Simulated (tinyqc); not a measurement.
Phonon-assisted absorption at an indirect gap, step by step. Values are carried at full precision from step to step, so a last printed digit may differ when a step is redone from the rounded ones.

alpha(E) = sum_j A_j [N_j (E - Eg + w_j)^2 + (N_j + 1)(E - Eg - w_j)^2], each bracket counted only where its base is positive; N_j = 1/(exp(w_j/kB T) - 1). The first term absorbs a phonon and the second emits one; excitons and direct transitions are left out.

Constants: kB = 8.617333262e-05 eV/K.

Inputs chosen for the exercise (loosely those of Si at room temperature; Eg is not tied to T; shifted at random, so the results belong to these values and not to a real crystal):

| symbol | value | unit | meaning |
|---|---|---|---|
| Eg | 1.113 | eV | indirect gap, held fixed unless listed |
| w | (58.8, 18.1) | meV | two zone-edge phonons |
| A | (2800, 480) | 1/(cm eV^2) | their strengths |
| T | 500 | K |  |
| E | 1.344 | eV | photon energy |
| nr | 3.6 |  | refractive index |
| d | 1.2 | micrometre | thickness |
| xj | 0.13 | micrometre | dead layer at the surface |
| W | 0.73 | micrometre | depleted width |
| L | 98 | micrometre | minority diffusion length below it |

## The four branches at one energy

Evaluate the occupations and each term.

N_j: 0.3431  1.915

terms with phonon absorption (1/cm): 80.68  57.05

terms with phonon emission (1/cm): 111.5  63.43

alpha = 312.7 1/cm
wavelength hc/E (hc = 1239.841984 eV nm) = 922.5 nm

Phonon absorption supplies 44.0 % of alpha; the depth 1/alpha is 32 micrometre.

## What a slab does with it

Slab of thickness d in air, incoherent passes: R = ((nr - 1)/(nr + 1))^2, x = exp(-alpha d); transmitted Tr = (1 - R)^2 x/(1 - R^2 x^2), reflected Rt = R + (1 - R)^2 R x^2/(1 - R^2 x^2), absorbed Ab = (1 - R)(1 - x)/(1 - R x).

d in cm is 1e-4 times the value in micrometres.

R = 0.3195
x = 0.9632
Tr = 0.4927
Rt = 0.4711
Ab = 0.0362

A single pass would absorb (1 - R)(1 - x) = 0.0251; the back face adds 0.0111.

## Quantum efficiency of a diode

Photodiode (Gaertner form with a dead layer): QE = (1 - R) exp(-alpha xj) [1 - exp(-alpha W)/(1 + alpha L)], R = ((nr - 1)/(nr + 1))^2; responsivity = QE/E in A/W for E in eV.

Evaluate the factors; 1 micrometre = 1e-4 cm.

passes the dead layer = 0.9959
collected share = 0.7595
QE = 0.5148
responsivity = 0.3830 A/W

Without diffusion from below the collected share would be 0.0226.

## Checks

- Tr + Rt + Ab against 1: both 1.000000.

Program tinyqc; command `OMP_NUM_THREADS=1 python tinyqc.py 1680983 1680984 out.jsonl`; about 0.01 s on one thread of a shared Intel(R) Xeon(R) Processor @ 2.30GHz.
